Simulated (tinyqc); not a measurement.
The flat edge band: zigzag graphene nanoribbon in tight binding.

A zigzag ribbon of N chains, sites A1, B1, A2, ..., BN across it. For each k it is a chain with bonds -2t cos(k/2) (A_n to B_n) and -t (B_n to A_(n+1)), and +D, -D on A and B. A1 and BN are the edge sites; the Dirac points project to k = 2 pi/3.

Parameters, chosen for this exercise (out of a larger set: near those used for graphene; not measured data):
- t = 2.58 eV (hopping)
- D = 0 eV (sublattice potential, +D on A and -D on B)
- Nw = 8 (chains, N of this table)

A ribbon of N = Nw chains: lowest positive level, next level, and weight on the two edge sites per state of the middle pair, along k.

Along k:
```
k/pi  2 cos(k/2)  lowest level (eV)  next (eV)  edge weight
0.50      1.4142            1.38321     2.1374        0.109
0.60      1.1756            0.83546     1.6761        0.158
0.65      1.0450            0.56263     1.4707        0.209
0.70      0.9080            0.31632     1.3185        0.298
0.75      0.7654            0.13117     1.2659        0.441
0.80      0.6180            0.03401     1.3538        0.620
0.85      0.4669            0.00456     1.5708        0.782
0.90      0.3129            0.00021     1.8697        0.902
0.95      0.1569            0.00000     2.2130        0.975
1.00      0.0000            0.00000     2.5800        1.000
```

Beyond k = 2 pi/3 the lowest level sinks towards zero: it is within 1 meV of that from k/pi = 0.90 on. The edge weight grows from 0.30 at 0.70 to 1 at pi, where the chain breaks into dimers and the next level is sqrt(t^2 + D^2) = 2.5800 eV. So flat a band is sensitive to interactions, which this model leaves out; they matter once they exceed the splitting of the middle pair (2D, or for D = 0 only the small overlap of the two edges).

Run: tinyqc, `OMP_NUM_THREADS=1 python tinyqc.py 1452166 1452167 out.jsonl`; Intel(R) Xeon(R) Processor @ 2.30GHz, one thread, shared host; about 0.01 s of CPU time with all checks.
